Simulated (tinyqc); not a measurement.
Hall factor, magnetoresistance and optical conductivity for a power-law relaxation time: one step, computed by the program tinyqc. Command: `OMP_NUM_THREADS=1 python tinyqc.py 3022082 3022083 out.jsonl magneto walk`. One thread of a shared host (Intel(R) Xeon(R) Processor @ 2.30GHz), about 0.01 s of CPU time with the checks.

One spherical parabolic band, tau(E) = tau_0 x^s with x = E/(k_B T). Landau quantisation is left out.

Problem. Limits. mu = e <tau>/m; weak field r_H = <tau^2>/<tau>^2 and MR = c (mu B)^2, c = <tau^3>/<tau>^3 - r_H^2; strong field r_H = 1 and MR = <tau> <1/tau> - 1.

Inputs (values chosen for the exercise, with a mass close to that of electrons in GaAs): effective mass m = 0.064 m_0; tau_0 = 51 fs; temperature T = 300 K.

<tau>/tau_0 = 3.015427

<tau^2>/tau_0^2 = 11.71105

<tau^3>/tau_0^3 = 55.80835

<1/tau> tau_0 = 0.4734814

Constants: e = 1.602176634e-19 C; m_0 = 9.1093837015e-31 kg.

Give: drift mobility mu; weak-field Hall factor; coefficient c; saturation MR.

Solution.

drift mobility mu = 4226 cm^2/(V s)

weak-field Hall factor = 1.288

coefficient c = 0.3766

saturation MR = 42.77 %
